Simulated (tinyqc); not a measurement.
# Round nanowire with a gate all round, subbands and threshold shift from confinement, step by step

Computed by the program tinyqc: `OMP_NUM_THREADS=1 python tinyqc.py 2350066 2350067 out.jsonl`, one thread of a shared Intel Xeon 2.30GHz, about 0.2 s for the whole run. Printed values are rounded.

Undoped body with a flat potential across it, hard walls, transport along x. Three valley pairs (g = 2 each) with the longitudinal mass along x, y or z. Non-parabolicity enters the subband edges through E (1 + al E) = gamma, so E = 2 gamma/(1 + sqrt(1 + 4 al gamma)); motion within a subband is taken as parabolic with the band-edge mass. Energies are counted from the bulk band edge.

Inputs (values chosen for the exercise); masses close to those of silicon: temperature T = 300 K; longitudinal mass ml = 0.9 m0; transverse mass mt = 0.194 m0; non-parabolicity al = 0 1/eV; diameter t = 5.3 nm; widening of the box by penetration into the insulator dl = 0.2 nm.

Constants: q = 1.602176634e-19 C, kB = 1.380649e-23 J/K, hbar = 1.054571817e-34 J s, m0 = 9.1093837015e-31 kg, Vt = kB T/q, hbar^2/(2 m0) = 0.0380998212 eV nm^2. Results are converted to the units shown.

Range of the model: For the strongly anisotropic y and z valleys the mean inverse mass serves only for l = 0; pairs with l > 0 really split widely.

## Lowest subbands

gamma = C (2 z/(t + dl))^2 (1/my + 1/mz)/2, z the zeros of the Bessel functions J_l (2.404826, 3.831706, 5.135622, 5.520078, ...), twofold for l > 0; the mean inverse mass is an approximation for anisotropic valleys, C = hbar^2/(2 m0). List the 6 lowest, labelled by valley axis and quantum numbers, with degeneracy g and N_k: N_k = g sqrt(2 mx m0 kB T/(pi hbar^2)).

```
subband	E_k (eV)	g	N_k (cm^-1)
y0,1	0.0912784	2	4.09394e6
z0,1	0.0912784	2	4.09394e6
x0,1	0.150184	2	8.81783e6
y1,1	0.231731	4	8.18788e6
z1,1	0.231731	4	8.18788e6
x1,1	0.381277	4	1.76357e7
```

## Threshold shift

Each subband has N_k = g sqrt(2 mx m0 kB T/(pi hbar^2)); without degeneracy n = exp(EF/Vt) sum N_k exp(-E_k/Vt). Classical value Nc times pi t^2/4, Nc = sum over valleys of 2 g (m m0 kB T/(2 pi hbar^2))^1.5 with m = (mx my mz)^(1/3). Threshold shift dVT = Vt ln(classical value/sum N_k exp(-E_k/Vt)). Use the subbands listed.

shares, subband y0,1 to x1,1 (%): 44.6795  44.6795  9.8574  0.3905  0.3905  0.0026
sum N_k exp(-E_k/Vt) = 2.68302e5 cm^-1
Nc = 2.77106e19 cm^-3
classical value = 6.11347e6 cm^-1
dVT = 80.8169 mV

With all subbands dVT = 80.82 mV. The lowest edge lies at 91.3 meV; dVT is smaller than that, since sum N_k exp(-(E_k - E_1)/Vt) exceeds the classical value.
